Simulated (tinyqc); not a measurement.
Abrupt p-n junction, non-linear Poisson equation by Newton steps: two steps of the calculation.

One dimension, p side on the left, n side on the right; net doping C = -Na for x < 0 and +Nd for x > 0. The potential psi is counted from the intrinsic level, and the quasi-Fermi potentials are flat: 0 for holes and -V for electrons, so n = ni exp((psi + V)/Vt) and p = ni exp(-psi/Vt) (Boltzmann statistics, full ionisation, no current).

Values chosen for this exercise: temperature T = 300 K; bias of the p side against the n side V = 0 V.

Constants: q = 1.602176634e-19 C, kB = 1.380649e-23 J/K, Vt = kB T/q. Results are converted to the units shown.

Question 1. Densities, residual and Jacobian diagonal. n_i = ni exp((psi_i + V)/Vt), p_i = ni exp(-psi_i/Vt), rho_i = p_i - n_i + C_i, g_i = (n_i + p_i)/Vt. Box widths w_i = (h_(i-1) + h_i)/2 in cm. Residual F_i = a_i (psi_(i+1) - psi_i) - a_(i-1) (psi_i - psi_(i-1)) + q rho_i w_i; Jacobian: a_(i-1) and a_i beside the diagonal, b_i = -a_(i-1) - a_i - q g_i w_i on it. The two end nodes are fixed.

| node | x (nm) | psi at the start (V) | net doping C (cm^-3) |
|---|---|---|---|
| 0 | -55.4 | -0.62214882 | -4.7e17 |
| 1 | -41.6 | -0.62214882 | -4.7e17 |
| 2 | -29.8 | -0.62214882 | -4.7e17 |
| 3 | -19.6 | -0.62214882 | -4.7e17 |
| 4 | -10.8 | -0.62214882 | -4.7e17 |
| 5 | -3.25 | -0.61394602 | -4.7e17 |
| 6 | 3.25 | -0.58152273 | 9.5e15 |
| 7 | 19 | -0.49648557 | 9.5e15 |
| 8 | 57 | -0.30536107 | 9.5e15 |
| 9 | 149 | 0.07512265 | 9.5e15 |
| 10 | 371 | 0.51392384 | 9.5e15 |
| 11 | 909 | 0.52128877 | 9.5e15 |

| interval | coupling a_i (F/cm^2) |
|---|---|
| 0 | 8.0200977e-7 |
| 1 | 9.3794362e-7 |
| 2 | 1.0850720e-6 |
| 3 | 1.2576971e-6 |
| 4 | 1.4659251e-6 |
| 5 | 1.7027284e-6 |
| 6 | 7.0271332e-7 |
| 7 | 2.9125618e-7 |
| 8 | 1.2030146e-7 |
| 9 | 4.9854661e-8 |
| 10 | 2.0571998e-8 |

ni = 1.6613371e7 cm^-3

Wanted: n; p; residual F; diagonal b.

Answer 1.

| node | n (cm^-3) | p (cm^-3) |
|---|---|---|
| 0 | 5.872e-4 | 4.700e17 |
| 1 | 5.872e-4 | 4.700e17 |
| 2 | 5.872e-4 | 4.700e17 |
| 3 | 5.872e-4 | 4.700e17 |
| 4 | 5.872e-4 | 4.700e17 |
| 5 | 8.065e-4 | 3.422e17 |
| 6 | 0.002827 | 9.764e16 |
| 7 | 0.07583 | 3.640e15 |
| 8 | 123.2 | 2.240e12 |
| 9 | 3.037e8 | 9.088e5 |
| 10 | 7.145e15 | 0.03863 |
| 11 | 9.500e15 | 0.02905 |

| node | residual F (1e-8 C/cm^2) | diagonal b (F/cm^2) |
|---|---|---|
| 1 | 0.000 | -5.468e-6 |
| 2 | 0.000 | -5.227e-6 |
| 3 | 0.000 | -5.110e-6 |
| 4 | 1.202 | -5.105e-6 |
| 5 | 2.880 | -4.659e-6 |
| 6 | 2.364 | -3.079e-6 |
| 7 | 0.157 | -1.055e-6 |
| 8 | 0.000 | -4.116e-7 |
| 9 | 0.000 | -1.702e-7 |
| 10 | -0.739 | -1.753e-6 |

Question 2. Newton step. Solve the tridiagonal system a_(i-1) d_(i-1) + b_i d_i + a_i d_(i+1) = -F_i for nodes 1 to 10, with d = 0 on fixed nodes. If the largest |d| exceeds 4 Vt, the whole step is scaled down so that it equals 4 Vt.

| interval | coupling a_i (F/cm^2) |
|---|---|
| 0 | 8.0200977e-7 |
| 1 | 9.3794362e-7 |
| 2 | 1.0850720e-6 |
| 3 | 1.2576971e-6 |
| 4 | 1.4659251e-6 |
| 5 | 1.7027284e-6 |
| 6 | 7.0271332e-7 |
| 7 | 2.9125618e-7 |
| 8 | 1.2030146e-7 |
| 9 | 4.9854661e-8 |
| 10 | 2.0571998e-8 |

| node | diagonal b (F/cm^2) | residual F (C/cm^2) |
|---|---|---|
| 1 | -5.4683669e-6 | ~0 |
| 2 | -5.2271211e-6 | ~0 |
| 3 | -5.1099511e-6 | ~0 |
| 4 | -5.1048551e-6 | 1.2024677e-8 |
| 5 | -4.6585621e-6 | 2.8800639e-8 |
| 6 | -3.0786135e-6 | 2.3644817e-8 |
| 7 | -1.0545891e-6 | 1.5671373e-9 |
| 8 | -4.1164789e-7 | 2.3330375e-12 |
| 9 | -1.7015616e-7 | -7.6167792e-16 |
| 10 | -1.7530937e-6 | -7.3865042e-9 |

| node | psi at the start (V) |
|---|---|
| 0 | -0.62214882 |
| 1 | -0.62214882 |
| 2 | -0.62214882 |
| 3 | -0.62214882 |
| 4 | -0.62214882 |
| 5 | -0.61394602 |
| 6 | -0.58152273 |
| 7 | -0.49648557 |
| 8 | -0.30536107 |
| 9 | 0.07512265 |
| 10 | 0.51392384 |
| 11 | 0.52128877 |

Wanted: Newton step d, before damping; psi after iteration 1.

Answer 2.

| node | Newton step d, before damping (V) |
|---|---|
| 1 | 0.000072 |
| 2 | 0.000417 |
| 3 | 0.001947 |
| 4 | 0.007552 |
| 5 | 0.016426 |
| 6 | 0.021525 |
| 7 | 0.020850 |
| 8 | 0.018183 |
| 9 | 0.011718 |
| 10 | -0.003880 |

| node | psi after iteration 1 (V) |
|---|---|
| 0 | -0.62215 |
| 1 | -0.62208 |
| 2 | -0.62173 |
| 3 | -0.62020 |
| 4 | -0.61460 |
| 5 | -0.59752 |
| 6 | -0.56000 |
| 7 | -0.47564 |
| 8 | -0.28718 |
| 9 | 0.08684 |
| 10 | 0.51004 |
| 11 | 0.52129 |

tinyqc, about 0.02 s, one thread, Intel Xeon 2.30GHz (shared host): `OMP_NUM_THREADS=1 python tinyqc.py 2000070 2000071 out.jsonl`

~0 in a residual or rate marks an entry under 1e-11 of the largest of its column.
